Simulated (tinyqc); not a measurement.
Against doping: dopants and charged point defects at anneal temperature: Fermi-level effect, clustering and pairing. Computed by tinyqc, a small Python program. Command: `OMP_NUM_THREADS=1 python tinyqc.py 3030215 3030216 out.jsonl pairing walk`. One thread of a shared host (Intel(R) Xeon(R) Processor @ 2.30GHz), about 0.03 s of CPU time with the checks.

Boltzmann statistics and full ionisation of active dopants. Energies are counted from the valence band; the defect (a vacancy or self-interstitial) has five charge states, with all degeneracy factors one.

Inputs (values chosen for the exercise, with bands modelled on silicon): gap at 0 K E_g0 = 1.15 eV; Varshni alpha = 0.000476 eV/K; Varshni beta = 658 K; electron mass m_e = 0.326 m_0; valleys M_c = 6; hole mass m_h = 0.823 m_0; anneal temperature T = 890 K; total dopant density N = 8.5e+18 cm^-3; formation enthalpy of the neutral defect H_f = 3.11 eV; formation entropy S_f = 8.7 k_B; site density N_s = 2.8e+22 cm^-3; dopant atoms per cluster k = 2; cluster binding energy E_b = 1.03 eV.

Dopant: acceptor. Second part: clustering of the dopant.

defect levels as fractions of E_g(T): (2+/+), (+/0), (0/-), (-/2-): [0.12, 0.25, 0.7, 0.78]

Constants: m_0 = 9.1093837015e-31 kg; k_B = 1.380649e-23 J/K; h = 6.62607015e-34 J s; k_B = 8.617333262e-05 eV/K.

Method:
- E_g = E_g0 - alpha T^2/(T + beta).
- N_c = 2 M_c (2 pi m_e k_B T/h^2)^(3/2) and N_v = 2 (2 pi m_h k_B T/h^2)^(3/2), masses in units of m_0.
- n_i = sqrt(N_c N_v) exp(-E_g/2 k_B T); E_i = E_g/2 + (k_B T/2) ln(N_v/N_c).
- p = A/2 + sqrt(A^2/4 + n_i^2) for an active density A.
- k ionised dopants and k carriers form one neutral cluster: C = N_s (A/N_s)^k (p/N_b)^k exp(E_b/k_B T), N_b the effective density of states of the majority band, and N = A + k C (60 bisections in ln A between ln N - 90 and ln N).
- chi = n/n_i (for acceptors n_i/p); E_F = E_i + k_B T ln chi; field enhancement h = 1 + A/sqrt(A^2 + 4 n_i^2).
- C_0 = N_s exp(S_f/k_B) exp(-H_f/k_B T). Ratios to the neutral state at E_F = E_i: r_+ = exp((E(+/0) - E_i)/k_B T), r_2+ = r_+ exp((E(2+/+) - E_i)/k_B T), r_- = exp((E_i - E(0/-))/k_B T), r_2- = r_- exp((E_i - E(-/2-))/k_B T); at other E_F state q scales as chi^(-q). The enhancement is sum r_q chi^(-q)/sum r_q. The charge on the defects is left out of neutrality.
- chi = n/n_i; h = 1 + A/sqrt(A^2 + 4 n_i^2); the dopant diffusivity over its intrinsic value is D/D_i = enhancement x h x A/N, if every charge state carries the dopant equally well.

E_g = 0.906434 eV

k_B T = 0.0766943 eV

n_i = 3.17756e+17 cm^-3

E_i = 0.437776 eV

effective density of states N_b of the majority band = 9.57359e+19 cm^-3

neutral defects C_0 = 4.11727e+08 cm^-3

Charge states:
```
state      ratio r  intrinsic (cm^-3)  doped (cm^-3)
2+     8.73350e-04        3.59582e+05    9.13072e+07
+      6.37131e-02        2.62324e+07    4.18015e+08
0      1.00000e+00        4.11727e+08    4.11727e+08
-      7.69118e-02        3.16667e+07    1.98724e+06
2-     2.29805e-03        9.46168e+05    3.72616e+03
```

Trend at the anneal temperature:
```
N (cm^-3)  active A (cm^-3)      chi  defect enhancement  mean charge   D/D_i
9.50e+15         9.5000e+15  0.98516              0.9998  -1.2032e-02  1.0147
2.60e+16         2.6000e+16  0.95993              0.9995  -8.5685e-03  1.0404
7.20e+16         7.1997e+16  0.89311              0.9993   1.0254e-03  1.1117
2.00e+17         1.9996e+17  0.73369              1.0020   2.7206e-02  1.3025
5.50e+17         5.4923e+17  0.45747              1.0309   9.4539e-02  1.7026
1.50e+18         1.4728e+18  0.20655              1.1758   2.4784e-01  2.2146
4.20e+18         3.4428e+18  0.09152              1.5802   4.9660e-01  2.5691
1.20e+19         5.8321e+18  0.05432              2.1621   7.1192e-01  2.0954
3.20e+19         8.1815e+18  0.03878              2.8210   8.6821e-01  1.4403
```

Well below n_i = 3.18e17 cm^-3 chi and the enhancement are near 1. At any doping d ln(enhancement)/d ln chi equals minus the mean charge, which goes from -0.01 to +0.87 over the rows. Clustering bends A over: its exponent in N falls to 0.35, towards 1/(2k) = 0.250, and D/D_i peaks at N = 4.2e18 cm^-3.

Extremes, crossings and ranges named in words are read from the listed rows.
